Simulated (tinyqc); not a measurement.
Shortcuts against the integral: sheet resistance and Hall data of a diffused or implanted layer. Computed by tinyqc, a small Python program. Command: `OMP_NUM_THREADS=1 python tinyqc.py 3031072 3031073 out.jsonl layer walk`. One thread of a shared host (Intel(R) Xeon(R) Processor @ 2.30GHz), about 0.01 s of CPU time with the checks.

Carriers are taken equal to the net active doping down to the junction (full ionisation, which deep dopants in wide-gap hosts do not reach; no spill-over, no depletion), and the Hall factor is 1.

Inputs (values chosen for the exercise, modelled on arsenic in silicon):

| quantity | value | unit |
|---|---|---|
| mu_min | 52.8 | cm^2/(V s) |
| mu_max | 1430 | cm^2/(V s) |
| N_ref | 9.4e+16 | 1/cm^3 |
| exponent alpha | 0.7 | - |
| peak concentration N_0 | 1.6e+20 | 1/cm^3 |
| length scale l | 310 | nm |
| background doping N_B (opposite type) | 7.6e+14 | 1/cm^3 |

Profile: complementary error function. Activation: complete.

Constants: e = 1.602176634e-19 C.

Method:
- N(x) = N_0 erfc(x/l), dose N_0 l/sqrt(pi), junction x_j = l erfc^-1(N_B/N_0).
- Mobility mu = mu_min + (mu_max - mu_min)/(1 + (N_t/N_ref)^alpha), N_t = active doping + N_B; carriers n = active doping - N_B, all dopants active.
- Integrals from x_0 (0 unless stated) to x_j by the midpoint rule on 400 even intervals: 1/R_s = e int n mu dx; sheet density n_s = int n dx; Hall sheet density (int n mu dx)^2/int n mu^2 dx; Hall mobility int n mu^2 dx/int n mu dx.
- Mean conductivity 1/(R_s x_j); mean mobility 1/(e n_s R_s).
- Shortcuts: R_s = 1/(e Q mu) with the dose Q and the mobility at the (active) peak concentration; 1/(e n_s mu) with mu at N_t = n_s/x_j + N_B; 1/(e Q mu_max).

sheet resistance R_s = 32.4385 ohm

dose = 2.79838e+15 1/cm^2

sheet density n_s = 2.79829e+15 1/cm^2

junction depth x_j = 1002.97 nm

Sheet resistances:

| method | R_s (ohm) | deviation (%) |
|---|---|---|
| integral | 32.439 | 0.000 |
| dose, mobility at the peak | 36.990 | 14.030 |
| n_s, mobility at the mean concentration | 28.620 | -11.771 |
| dose, mu_max | 1.560 | -95.192 |

What does the comparison show, and why?

The closest shortcut is «n_s, mobility at the mean concentration» (-11.8 %). The peak mobility is the lowest in the layer, so with full activation it overestimates R_s.

Extremes, crossings and ranges named in words are read from the listed rows.
